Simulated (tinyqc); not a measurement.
Comparisons within one model: strain-driven crossing of the Gamma and L valleys in a germanium-like crystal alloyed with tin. A value that a table varies takes the place of the one given here.

Biaxial loads: e0 is the in-plane strain e_par and the normal is free. (001): e_perp = -2 (C12/C11) e_par; exx = eyy = e_par, ezz = e_perp, no shear. (111): e_perp = -(2 C11 + 4 C12 - 4 C44)/(C11 + 2 C12 + 4 C44) e_par; exx = eyy = ezz = (2 e_par + e_perp)/3 and exy = eyz = ezx = (e_perp - e_par)/3. (110): e_perp = -(C11 + 3 C12 - 2 C44)/(C11 + C12 + 2 C44) e_par; exx = eyy = (e_par + e_perp)/2, ezz = e_par, exy = (e_perp - e_par)/2, eyz = ezx = 0. Uniaxial loads: a stress along n, scaled so that n.e.n = e0, with exx = s11 sxx + s12 (syy + szz), exy = s44 sxy/2, s11 = (C11 + C12)/((C11 - C12)(C11 + 2 C12)), s12 = -C12/((C11 - C12)(C11 + 2 C12)), s44 = 1/C44.

Edges from the unstrained valence top: Gamma at Eg + ac tr(e); an L valley with unit axis u at EgL + aL tr(e) + XuL (u.e.u - tr(e)/3), u along [111], [1-1-1], [-11-1], [-1-11]; valence edges are the levels of the 6 x 6 matrix of X, Y, Z times spin with -Dso/3 + l exx + m (eyy + ezz) on the diagonal (cyclic), n exy off it, l = av + 2 b, m = av - b, n = sqrt(3) d. Spin-orbit term (Dso/3) L.sigma on X, Y, Z with (L_k)_ij = -i epsilon_kij: <X+|H|Y+> = -i Dso/3, <X+|H|Z-> = Dso/3, <Y+|H|Z-> = -i Dso/3, <Z+|H|X-> = -Dso/3, <Z+|H|Y-> = i Dso/3, <X-|H|Y-> = i Dso/3, and their conjugates; + and - are the spin along z.

With tin the unstrained gaps become E(y) = (1 - y) E + y EgS - CS y (1 - y); all other values are kept.
Constants: kB = 8.617333262e-05 eV/K.

Values chosen for the exercise (near those of Ge, gaps at low temperature; the results hold for these values, not for the real material):
```
symbol  value            unit  meaning
Eg      0.895            eV    gap at Gamma to the s-like level
EgL     0.743            eV    gap to L
Dso     0.294            eV    spin-orbit splitting
ac      -8.19            eV    conduction deformation potential
av      1.22             eV    valence hydrostatic potential
b       -2.58            eV    tetragonal shear potential
d       -5.29            eV    trigonal shear potential
aL      -1.51            eV    hydrostatic potential of the L edge, Xd + Xu/3
XuL     16.2             eV    uniaxial potential, L
y       0.117                  tin fraction
EgS     (-0.385, 0.089)  eV    Gamma and L gaps of the tin end
CS      (2.4, 1.12)      eV    bowing of the Gamma and L gaps
C11     130.5            GPa
C12     48.5             GPa
C44     67.7             GPa
load    uniaxial [111]         kind of strain
mG      0.0388           m0    mass at Gamma
mL      0.582            m0    density-of-states mass of the four L valleys together
T       77               K     temperature
e0      0.0433                 size of the strain
```

## Sweep of a uniaxial [111] strain

The valence splitting is the distance of the top two edges. Share in Gamma = mG^(3/2)/(mG^(3/2) + (mL^(3/2)/4) sum_i exp(-(E_Li - E_Gamma)/kT)).

Results:
```
e0 (%)  direct gap (eV)  indirect gap (eV)  Gamma - L (meV)  valence splitting (meV)  share in Gamma (%)
-1.68             0.528              0.294              233                      138            3.60e-15
-0.64             0.513              0.457               56                       48             0.00153
0.40              0.457              0.512              -55                       27                99.0
1.44              0.353              0.413              -60                       82                99.5
2.48              0.249              0.313              -64                      117                99.7
3.52              0.145              0.214              -69                      138                99.9
4.56              0.041              0.114              -73                      151                99.9
5.60             -0.063              0.015              -78                      160                 100
```

What does this show, and why?

Gamma drops below the lowest L valley between e0 = -0.64 and 0.40 %. This load splits the L valleys, and the lowest set changes where e0 changes sign, which bends the column Gamma - L. The direct gap goes from 0.528 to -0.063 eV; of that change -0.119 eV comes from the rise of the valence top through the shear terms and the rest from the volume. The share in Gamma goes from 3.60e-15 to 100 %. Gaps near or below zero lie outside this linear model. Beyond about 3 % terms of second order in the strain, left out here, matter.

## What each parameter does

Direct gap, Gamma minus the lowest L edge and the valence splitting. Each row changes one parameter from the base and keeps the others.

Results:
```
case              direct gap (eV)  Gamma - L (meV)  valence splitting (meV)
base                       0.0641            -72.3                    148.9
e0 = 0.0368                0.1291            -69.5                    140.7
Dso = 0.3381 eV            0.0641            -72.3                    163.2
C44 = 57.545 GPa           0.0922            -42.0                    150.5
ac = -9.4185 eV            0.0275           -108.9                    148.9
d = -4.4965 eV             0.0870            -72.3                    140.7
XuL = 13.77 eV             0.0641            -99.3                    148.9
av = 1.403 eV              0.0586            -72.3                    148.9
```

How do the results move?

The largest shifts from the base row, up to three for each result and ties (the steps differ in size, so this ranks the rows, not the parameters). direct gap (eV): e0 +0.0650, ac -0.0366, C44 +0.0281; unchanged at the printed digits by Dso and XuL. Gamma - L (meV): ac -36.6, C44 +30.2, XuL -27.0; unchanged at the printed digits by Dso, d and av. valence splitting (meV): Dso +14.3, e0 -8.2, d -8.2; unchanged at the printed digits by ac, XuL and av.

Computed by tinyqc, a small Python program: `OMP_NUM_THREADS=1 python tinyqc.py 1051199 1051200 out.jsonl` (the numbers bound the seed that draws the inputs); one thread of a shared host (Intel(R) Xeon(R) Processor @ 2.30GHz), about 0.01 s for the whole set of steps.
